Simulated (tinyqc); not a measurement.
Hubbard chain of 4 sites, step by step. One step of it, computed by the program tinyqc.

Question. Mean-field iteration 2. H(up) = T + U n(down), H(down) = T + U n(up); fill the lowest levels; n(new) = n + mixing (n(out) - n); E = tr T (rho up + rho down) + U sum n_up n_down of the output.

one-body matrix (hopping and site energies) (eV):
```
           1          2          3          4
1   0.220000  -1.710000   0.000000   0.000000
2  -1.710000   0.540000  -1.710000   0.000000
3   0.000000  -1.710000   0.760000  -1.710000
4   0.000000   0.000000  -1.710000   0.910000
```

U = 6.800000 eV

electrons, up and down: 2  1

mixing = 1

n(up) after iteration 1: 1 0.928884, 2 0.135179, 3 0.861345, 4 0.074591

n(down) after iteration 1: 1 0.047187, 2 0.744831, 3 0.080862, 4 0.127120

Give: levels, up; levels, down; energy; n(up) after iteration 2; n(down) after iteration 2.

Answer.

levels, up (eV): -0.658  0.219  2.977  6.691

levels, down (eV): 0.242  1.220  6.767  7.801

energy = -1.522 eV

n(up) after iteration 2: 1 0.907, 2 0.120, 3 0.594, 4 0.378

n(down) after iteration 2: 1 0.044, 2 0.596, 3 0.115, 4 0.244
